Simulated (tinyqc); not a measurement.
Trapped share and trap depth from dynamic on-resistance.

Problem. Traps remove the share ft of the electrons in the drain access (length Ld, sheet resistance Rsh before stress), so Ron grows by Rsh Ld ft/(1 - ft). The recovery time goes as T^(-2) exp(q Ea/(kB T)). Find ft and Ea.

Inputs (values chosen for the exercise):
- Ld = 16 um (drain access length)

Constants: q = 1.602176634e-19 C, kB = 1.380649e-23 J/K. Results are converted to the units shown.

Ron before and just after an off-state stress (ohm mm): 6.0302758  7.6478052
Rsh = 303.28678 ohm
recovery times at 300 and 370 K (s): 1.1  0.0010729994

Solution. The rise of Ron over Rsh Ld is ft/(1 - ft); ln(t T^2) is linear in 1/T.

ft = 0.2500
Ea = 0.8900 eV

Program tinyqc, `OMP_NUM_THREADS=1 python tinyqc.py 2570111 2570112 out.jsonl`; Intel Xeon 2.30GHz, shared host, one thread, about 0.02 s.
